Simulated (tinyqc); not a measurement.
Band bending at a free surface with a continuum of surface states, surface photovoltage and Kelvin probe: one step of the calculation.

n-type bulk, xi = Ec - EF = Vt ln(Nc/Nd), p0 = ni^2/Nd, ni = sqrt(Nc Nv) exp(-Eg/(2 Vt)), Eg in volts. b is the upward band bending, u = b/Vt. Space charge per area, in units of q: Qc = sign(b) sqrt((2 eps0 eps_r Vt/q) [(Nd + dn)(exp(-u) - 1) + Nd u + (p0 + dn)(exp(u) - 1)]), with dn the excess density under light (flat quasi-Fermi levels; 0 in the dark). The states hold -Ds (E0 - xi - b): negative while the Fermi level lies above the neutrality level. Neutrality: Qc + Qf + (charge of the states) = 0.

Question. Surface photovoltage. Under chopped light the surface charge keeps its dark value, so b falls to bL with Qc(bL, dn) = Qc(b, 0); the photovoltage is b - bL. Qc rises with b, so bL follows by bisection.

Inputs (values chosen for the exercise); band and dielectric values close to those of 4H silicon carbide: temperature T = 300 K; band gap Eg = 3.32 eV; relative permittivity eps_r = 9.83; conduction-band density of states at T Nc = 1.71e19 cm^-3; valence-band density of states at T Nv = 2.54e19 cm^-3; donor density Nd = 1.3e16 cm^-3; excess carrier density under light dn = 9.1e12 cm^-3.

Constants: q = 1.602176634e-19 C, kB = 1.380649e-23 J/K, Vt = kB T/q, eps0 = 8.8541878128e-14 F/cm where lengths are in cm. Results are converted to the units shown.

converged b = 0.36631175 V

Wanted: bL; photovoltage; share of b removed; excess holes at the surface, dn exp(bL/Vt).

Answer.

bL = 0.2307 V
photovoltage = 135.7 mV
share of b removed = 37.03 %
excess holes at the surface, dn exp(bL/Vt) = 6.823e16 cm^-3

Numbers from tinyqc (`OMP_NUM_THREADS=1 python tinyqc.py 2430014 2430015 out.jsonl`; about 0.01 s on one thread of a shared Intel Xeon 2.30GHz).
